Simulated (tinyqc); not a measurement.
From a target level to the width: finite square well with mass mismatch (envelope functions). Three cases, with inputs chosen for the exercise.

Problem. Which width L gives the lowest level below?

A square well of width L and depth V0, mass mw inside and mb outside, energies from the bottom of the well, c = hbar^2/2m0. k = sqrt(mw E/c), kappa = sqrt(mb (V0 - E)/c). psi and psi'/m are continuous at the walls (BenDaniel-Duke), so level n solves k L + 2 atan[(k/mw)/(kappa/mb)] = n pi.

Constants: hbar^2/2m0 = 3.80998211 eV angstrom^2.

Find: k; kappa; the arctangent; L.

Method. E1 fixes k and kappa, so L = (pi - 2 atan[(k/mw)/(kappa/mb)])/k.

Case 1.

Values chosen (out of a larger set: near those of a GaAs well in AlGaAs; not measured data): V0 = 0.203 eV (barrier height); mw = 0.0652 m0 (mass in the well); mb = 0.0878 m0 (mass in the barrier).

E1 = 0.027170 eV

Solution.

k = 0.02156 1/angstrom
kappa = 0.06366 1/angstrom
the arctangent = 0.4280 rad
L = 106 angstrom

Case 2.

Values chosen (out of a larger set: near those of a GaAs well in AlGaAs; not measured data): V0 = 0.186 eV (barrier height); mw = 0.0658 m0 (mass in the well); mb = 0.0861 m0 (mass in the barrier).

E1 = 0.016236 eV

Solution.

k = 0.01675 1/angstrom
kappa = 0.06194 1/angstrom
the arctangent = 0.3400 rad
L = 147 angstrom

Case 3.

Values chosen (out of a larger set: near those of a non-polar GaN well in AlGaN; not measured data): V0 = 0.42 eV (barrier height); mw = 0.204 m0 (mass in the well); mb = 0.234 m0 (mass in the barrier).

E1 = 0.028514 eV

Solution.

k = 0.03907 1/angstrom
kappa = 0.15506 1/angstrom
the arctangent = 0.2814 rad
L = 66 angstrom

Computed by tinyqc, one run a case: `OMP_NUM_THREADS=1 python tinyqc.py N N+1 out.jsonl` with N = 1282210, 1282231, 1282284; one thread of a shared Intel(R) Xeon(R) Processor @ 2.30GHz, about 0.01 s a run at most.
